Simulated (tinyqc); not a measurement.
# Random telegraph noise from one oxide trap in a small MOSFET, step by step

Program tinyqc, `OMP_NUM_THREADS=1 python tinyqc.py 2710056 2710057 out.jsonl`; Intel Xeon 2.30GHz, shared host, one thread, about 0.01 s. Printed values are rounded.

An acceptor-like trap exchanges electrons with the channel. Inversion charge Q = Cox u, u = n Vt W0(exp((Vg - VT)/(n Vt))), W0 the Lambert function, n = nf, Cox = eps0 eox/tox; linear regime Id = (W/L) mu Q Vd. Relative to threshold the surface potential rises by Vt ln(u/u0) and the oxide voltage by the rest of Vg - VT, with u0 = n Vt W0(1).

Parameters, values chosen for the exercise; values of the order met in silicon transistors:

| symbol | value | unit | meaning |
|---|---|---|---|
| T | 350 | K | temperature |
| eox | 22.6 |  | relative permittivity of the gate insulator (close to hafnium oxide) |
| tox | 4.2 | nm | insulator thickness |
| xt | 1.3 | nm | depth of the trap from the channel interface |
| E0 | 0.35 | eV | trap level above the channel Fermi level at threshold |
| s0 | 4e-15 | cm^2 | capture prefactor |
| EB | 0.53 | eV | capture barrier (lattice relaxation) |
| lt | 0.16 | nm | tunnelling decay length |
| vth | 1.1e7 | cm/s | thermal velocity |
| zi | 2 | nm | thickness of the inversion layer |
| VT | 0.22 | V | threshold voltage |
| nf | 1.26 |  | body factor |
| W | 94 | nm | gate width |
| L | 180 | nm | gate length |
| mu | 250 | cm^2/(V s) | mobility |
| asc | 0 | V s | scattering coefficient of the charged trap |
| Vd | 0.05 | V | drain voltage |
| Vg | 1.06 | V | gate voltage |

Constants: q = 1.602176634e-19 C, kB = 1.380649e-23 J/K, Vt = kB T/q, eps0 = 8.8541878128e-14 F/cm where lengths are in cm. Results are converted to the units shown.

Range of the model: VT is taken as given; short-channel effects and the uneven flow of current among few electrons are left out.

## Trap level, time constants and occupancy

N = Cox u/q; dpsi = Vt ln(u/u0); E = E0 - dpsi - (xt/tox)(Vg - VT - dpsi); capture time tc = 1/[(N/zi) vth s0 exp(-xt/lt - EB/Vt)]; emission time te = tc exp(-E/Vt); occupancy te/(tc + te).

u = 0.727802 V
N = 2.16427e13 cm^-2
dpsi = 0.106151 V
E = 0.0167052 eV
tc = 0.0303790 s
te = 0.0174594 s
occupancy = 0.364966

The trap lies 0.55 Vt above the Fermi level, so it is empty most of the time.

## Step height

A = W L; threshold step dV = q (1 - xt/tox)/(Cox A); gm/Id = 1/(u + n Vt); relative step dI/I = (gm/Id) dV + asc mu/A. Id as defined.

electrons in the channel N A = 3661.94
dV = 0.137231 mV
gm/Id = 1.30582 1/V
number part of dI/I = 0.0179198 %
dI/I = 0.0179198 %
Id = 22.6353 uA
dI = 4.05620 nA

## Lorentzian spectrum

Spectrum S(f) = 4 dI^2/{(tc + te)[(1/tc + 1/te)^2 + (2 pi f)^2]}; corner fc = (1/tc + 1/te)/(2 pi); variance dI^2 tc te/(tc + te)^2. Give S at f = 0, at fc and at 10 fc.

fc = 14.3547 Hz
S(0) = 1.69112e-19 A^2/Hz
S(fc) = 8.45560e-20 A^2/Hz
S(10 fc) = 1.67438e-21 A^2/Hz
rms current = 1.95274 nA

The rms value is 0.481 of the step; it reaches its largest share, 1/2, when tc = te.
